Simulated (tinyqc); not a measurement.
Lattice vibrations of a chain, step by step. One step of it, computed by the program tinyqc.

Problem. Dynamical matrix at q = 0.13. q is in units of 2 pi/a. A spring k from atom i to atom j, n cells on, adds k to Phi_ii and Phi_jj, -k exp(2 pi i q n) to Phi_ij and the conjugate to Phi_ji (for one atom a cell: 2k (1 - cos 2 pi q n)); D_ij = Phi_ij / sqrt(m_i m_j).

A chain moving along its axis:
```
atom   mass (u)  spring to the next atom (eV/angstrom^2)
1     31.500000                                19.300000
2     22.900000                                15.800000
3     49.300000                                 8.200000
```

Give: D(q).

Solution.

D(q) (eV/(angstrom^2 u)):
```
[[0.8730, -0.7186, -0.1424+0.1517i],
 [-0.7186, 1.5328, -0.4702],
 [-0.1424-0.1517i, -0.4702, 0.4868]]
```
